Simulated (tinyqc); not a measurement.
# The Goldsmid-Sharp estimate against doping

Model: two-band model of a narrow-gap semiconductor with electrons and holes. Computed by tinyqc, a small Python program. Command: `OMP_NUM_THREADS=1 python tinyqc.py 3010476 3010477 out.jsonl bipolar sweep`. One thread of a shared host (Intel(R) Xeon(R) Processor @ 2.30GHz), about 0.2 s of CPU time with the checks.

Two parabolic bands with acoustic scattering (r = -1/2, a = 0), a gap that does not change with T, and fully ionised dopants. Melting is ignored, so values above the melting point are formal, and kappa_L does not change with T. eta_n = (E_F - E_c)/(k_B T), eta_p = -eta_n - E_g/(k_B T).

Inputs (values chosen for the exercise, modelled on InAs):

| quantity | value | unit |
|---|---|---|
| electron mass m_n | 0.025 | m_0 |
| hole mass m_p | 0.39 | m_0 |
| electron mobility parameter mu_300,n | 29000 | cm^2/(V s) |
| hole mobility parameter mu_300,p | 410 | cm^2/(V s) |
| temperature exponent p | 1.5 | - |
| band gap E_g | 0.36 | eV |
| lattice thermal conductivity kappa_L | 23 | W/(m K) |

Doping: n-type.

Constants: k_B = 8.617333262e-05 eV/K; m_0 = 9.1093837015e-31 kg; k_B = 1.380649e-23 J/K; hbar = 1.054571817e-34 J s; e = 1.602176634e-19 C.

Method:
- With x = E/(k_B T), a = alpha k_B T (0 for a parabolic band), G = x (1 + a x), D = 1 + 2 a x and <y> = int y f (1 - f) dx, f = 1/(1 + exp(x - eta)): tau = tau_0 G^r/D; transport function s = G^(3/2 + r)/D^2; n = N_0 <G^(3/2)> with N_0 = (2 m k_B T)^(3/2)/(3 pi^2 hbar^3).
- Integrals over x = E/(k_B T) use 160 Gauss-Legendre points in u = sqrt(x) from 0 to sqrt(max(eta, 0) + 32).
- sigma = e mu_0 N_0 <s> with mu_0 = e tau_0/m = mu_300 (T/300 K)^(-p); |S| = (k_B/e)(<x s>/<s> - eta); Lorenz number L = (k_B/e)^2 (<x^2 s>/<s> - (<x s>/<s>)^2); kappa_e = L sigma T; zT = S^2 sigma T/(kappa_L + kappa_e).
- Neutrality: n - p = N, with n = N_0(m_n) <x^(3/2)> at eta_n and p = N_0(m_p) <x^(3/2)> at eta_p.
- Both bands together (these totals replace the one-band zT): sigma = sigma_n + sigma_p; S = (sigma_p |S_p| - sigma_n |S_n|)/sigma; kappa_bip = (sigma_n sigma_p/sigma)(|S_n| + |S_p|)^2 T; kappa_e = (L_n sigma_n + L_p sigma_p) T; zT = S^2 sigma T/(kappa_L + kappa_e + kappa_bip); weak-field R_H = (r_p sigma_p^2/p - r_n sigma_n^2/n)/(e sigma^2), where the Hall factors r_n and r_p are <x^(3/2)> <x^(1/2)>/<s>^2.
- T_max maximises |S| of the majority sign between 150 and 1200 K; the Goldsmid-Sharp estimate is E_g = 2 e |S_max| T_max.

One run for each value:

| net doping N (1/cm^3) | T_max (K) | \|S_max\| (microvolt/K) | estimate over true gap |
|---|---|---|---|
| 6.40e+15 | 342.36 | 416.45 | 0.79209 |
| 1.40e+16 | 385.65 | 363.86 | 0.77957 |
| 3.00e+16 | 439.15 | 314.64 | 0.76762 |
| 6.40e+16 | 508.55 | 268.30 | 0.75802 |
| 1.40e+17 | 606.42 | 224.11 | 0.75502 |
| 3.00e+17 | 743.64 | 185.81 | 0.76766 |
| 6.40e+17 | 951.88 | 153.55 | 0.81198 |

Over the rows, T_max (K) rises from 342 to 952 (exponent d ln y / d ln x 0.15 between the first rows and 0.33 between the last); |S_max| (microvolt/K) falls from 416 to 154 (exponent d ln y / d ln x -0.17 between the first rows and -0.25 between the last); estimate over true gap goes from 0.792 through a minimum among these rows, 0.755 at 1.40e17, to 0.812.

Extremes, crossings and ranges named in words are read from the listed rows.
